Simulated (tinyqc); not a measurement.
Holstein polaron on two sites: one step, computed by the program tinyqc. Command: `OMP_NUM_THREADS=1 python tinyqc.py 3008162 3008163 out.jsonl holstein walk`. One thread of a shared host (Intel(R) Xeon(R) Processor @ 2.30GHz), about 0.01 s of CPU time with the checks.

One electron on sites 1 and 2: H = -t (c1+ c2 + c2+ c1) + hbar omega sum_i b_i+ b_i - g hbar omega sum_i n_i (b_i + b_i+). The symmetric phonon shifts the energy by -g^2 hbar omega/2 and drops out; with b = (b_1 - b_2)/sqrt(2) there remains H = -t sigma_x + hbar omega b+ b - (g hbar omega/sqrt(2)) sigma_z (b + b+). Parity splits it into blocks p = +1 and -1 over phonon numbers n. Zero-point energies are left out. Weights Z refer to mode b alone; the displaced symmetric mode multiplies the full zero-phonon weight by exp(-g^2/2).

Task: Energy scales. Polaron binding energy E_p = g^2 hbar omega; ratio E_p/t (the adiabatic potential has two wells when it exceeds 1); adiabaticity hbar omega/t.

Inputs (values chosen for the exercise, for a model dimer): hopping t = 13 meV; phonon energy hbar omega = 44.4 meV; coupling g = 0.75.

Give: E_p; E_p/t; hbar omega/t.

Result:

E_p = 24.975 meV

E_p/t = 1.921

hbar omega/t = 3.415
